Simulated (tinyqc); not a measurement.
Compensation sets the slope of the freeze-out: donors with valley-orbit split 1s states.

Each donor binds at most one electron, in any of its states. For a site s, W_s = sum over its states of g exp(E/kT), and the ionised share is 1/(1 + W_s exp(eta)), eta = (EF - Ec)/kT; n = Nc F_1/2(eta); neutrality n + NA = ND x (mean ionised share); holes are neglected. Nc from N = 2 (m kB T/(4 pi c))^(3/2) with c = hbar^2/2m0, in 1/angstrom^3; times 1e24 for 1/cm^3, m = md. F_j(eta) = (1/Gamma(j + 1)) integral_0^infinity x^j dx/(1 + exp(x - eta)), which tends to exp(eta) for eta << 0.

Constants: hbar^2/2m0 = 3.80998211 eV angstrom^2; kB = 8.617333262e-05 eV/K.

Values chosen for the exercise (near those of P in Si; the results hold for these values, not for the real material):

| symbol | value | unit | meaning |
|---|---|---|---|
| md | 1.075 | m0 | density-of-states mass of the conduction band |
| E | (46.1, 34, 32.8) | meV | binding energies of 1s(A1), 1s(T2), 1s(E) |
| g | (2, 6, 4) |  | their degeneracies with spin |
| ND | 2.2e+17 | 1/cm^3 | donors |

NA = K ND. The slope energy is -d ln(n T^(-p))/d(1/kT) between 30 and 36 K, with p = 3/4 for K = 0 and p = 3/2 otherwise.

Results:

| K | n(30 K) (1/cm^3) | n(36 K) (1/cm^3) | slope energy (meV) |
|---|---|---|---|
| 0 | 4.11e+13 | 2.03e+14 | 22.69 |
| 0.0010 | 7.41e+12 | 1.21e+14 | 39.10 |
| 0.010 | 7.58e+11 | 1.84e+13 | 45.26 |
| 0.050 | 1.46e+11 | 3.57e+12 | 45.38 |
| 0.20 | 3.07e+10 | 7.52e+11 | 45.39 |
| 0.50 | 7.66e+09 | 1.88e+11 | 45.39 |

What can be read from this table?

Without acceptors the slope is 22.69 meV, against half the ground-state energy, 23.05; with K = 0.05 it is 45.38 meV, against the full 46.1. The full energy (less a few meV where excited levels lie within a few kT) shows where n is far below NA, since the acceptors then hold EF near the donor level: n(36 K)/NA is 0.55 for K = 0.001 and 0.00032 for K = 0.05; where it is not small, the slope falls short of the full energy.

Computed by tinyqc, a small Python program: `OMP_NUM_THREADS=1 python tinyqc.py 1651427 1651428 out.jsonl` (the numbers bound the seed that draws the inputs); one thread of a shared host (Intel(R) Xeon(R) Processor @ 2.30GHz), about 0.02 s for the whole set of steps.
